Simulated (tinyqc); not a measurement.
# Thin-body transistor below threshold, two-dimensional Poisson equation on a small mesh, step by step

tinyqc, about 0.09 s, one thread, Intel Xeon 2.30GHz (shared host): `OMP_NUM_THREADS=1 python tinyqc.py 2480014 2480015 out.jsonl` Printed values are rounded.

A thin body on a thick buried insulator of low permittivity, taken as carrying no normal field at the bottom of the body (row 0). Mobile charge is neglected (subthreshold), the body is fully depleted, and potentials are counted from the intrinsic level; rows run upward to the gate, columns from source to drain.

Values chosen for this exercise; semiconductor permittivity close to that of silicon: temperature T = 400 K; relative permittivity of the semiconductor eps_r = 11.6; relative permittivity of the insulator eox = 25; body thickness tb = 4 nm; insulator thickness tox = 6.8 nm; channel length L = 38 nm; acceptor density of the depleted body Na = 0 cm^-3; potential of the source Vbi = 0.55 V; gate offset Vfb = -0.09 V; gate voltage Vg = 0.05 V; drain voltage Vd = 0.5 V.

Constants: q = 1.602176634e-19 C, kB = 1.380649e-23 J/K, Vt = kB T/q, eps0 = 8.8541878128e-14 F/cm where lengths are in cm. Results are converted to the units shown.

## Coefficients of the five-point equations

Mesh: rows i = 0..1 in the semiconductor (step hs = tb/1, row 1 on the interface), then 1 step(s) ho = tox/1 up to the gate row 2; columns j = 0..4 (step hy = L/4). Box integration, divided by eps0: up_i = eps hy/h of the interval above row i, dn_i = that of the interval below (0 for row 0), lat_i = (sum of eps h/2 over the intervals above and below)/hy, s_i = -q Na w_i hy/eps0 with w_i the semiconductor height of the box (hs/2 for row 0 and the interface row, hs between, 0 in the insulator). Each free node obeys (up + dn + 2 lat) psi = up psi(above) + dn psi(below) + lat [psi(left) + psi(right)] + s.

```
row,up,dn,lat,s (V)
0,27.55,0,2.44211,0
1,34.9265,27.55,11.3895,0
```

## Iteration 1: over-relaxation sweep (omega = 1.1)

psi at the start (fixed values on the edges, free nodes linear between source and drain columns) (V):
```
,j=0,j=1,j=2,j=3,j=4
row 0,0.55000,0.67500,0.80000,0.92500,1.05000
row 1,0.55000,0.67500,0.80000,0.92500,1.05000
row 2,0.14000,0.14000,0.14000,0.14000,0.14000
```

Free nodes: rows 0..1, columns 1..3, taken row by row from row 0, left to right. t = (up psi(above) + dn psi(below) + lat [psi(left) + psi(right)] + s)/(up + dn + 2 lat), with the newest neighbours; psi(new) = psi + 1.1 (t - psi).

psi after iteration 1 (V):
```
,j=0,j=1,j=2,j=3,j=4
row 0,0.55000,0.67500,0.80000,0.92500,1.05000
row 1,0.55000,0.43391,0.46715,0.52234,1.05000
row 2,0.14000,0.14000,0.14000,0.14000,0.14000
```

## Iteration 2: over-relaxation sweep (omega = 1.1)

As before.

psi after iteration 2 (V):
```
,j=0,j=1,j=2,j=3,j=4
row 0,0.55000,0.44974,0.47035,0.52147,1.05000
row 1,0.55000,0.32903,0.30867,0.39588,1.05000
row 2,0.14000,0.14000,0.14000,0.14000,0.14000
```

## Course of the iteration: over-relaxation sweep (omega = 1.1)

Stop when the largest change of psi is below 1e-7 V, or after 400 iterations. Fixed values: gate row Vg - Vfb; column 0 at Vbi and the last column at Vbi + Vd in the semiconductor, each running linearly to Vg - Vfb across the insulator.

Course of the iteration:
```
iteration,"psi at row 0, j = 2 (V)",largest |change| of one entry (V)
1,0.8,0.403
2,0.470345,0.404
3,0.313303,0.157
4,0.255954,0.0573
5,0.238126,0.0205
6,0.232531,7.11e-3
7,0.230753,2.26e-3
8,0.230189,7.10e-4
9,0.230010,2.24e-4
10,0.229954,7.11e-5
11,0.229936,2.25e-5
12,0.229930,7.14e-6
13,0.229928,2.26e-6
14,0.229928,7.17e-7
15,0.229928,2.27e-7
16,0.229928,7.20e-8
```

Converged in 16 iterations. At the end each change is about 0.32 times the one before: linear convergence.

## Barrier, swing and barrier lowering

converged psi (V):
```
,j=0,j=1,j=2,j=3,j=4
row 0,0.55000,0.26724,0.22993,0.39733,1.05000
row 1,0.55000,0.24548,0.21178,0.35431,1.05000
row 2,0.14000,0.14000,0.14000,0.14000,0.14000
```

d psi/dVg on row 0: j=0 0.000000, j=1 0.708663, j=2 0.863746, j=3 0.708663, j=4 0.000000
d psi/dVd on row 0: j=0 0.00000, j=1 0.01558, j=2 0.06813, j=3 0.27576, j=4 1.00000

The barrier is read along row 0, the path farthest from the gate. Take the node j of lowest psi: barrier Vbi - psi_j; swing Vt ln 10/(d psi_j/dVg); DIBL = (d psi_j/dVd)/(d psi_j/dVg). The derivatives solve the same equations with s = 0 and a unit change of that voltage.

j = 2
barrier = 0.320072 V
swing = 91.8888 mV/decade
DIBL = 78.8738 mV/V

A mesh of 12, 8 and 80 steps (semiconductor, insulator, channel) gives a barrier of 0.361 V, a swing of 86.9 mV a decade and a DIBL of 29.4 mV/V; the small mesh puts the barrier 11 % below that.
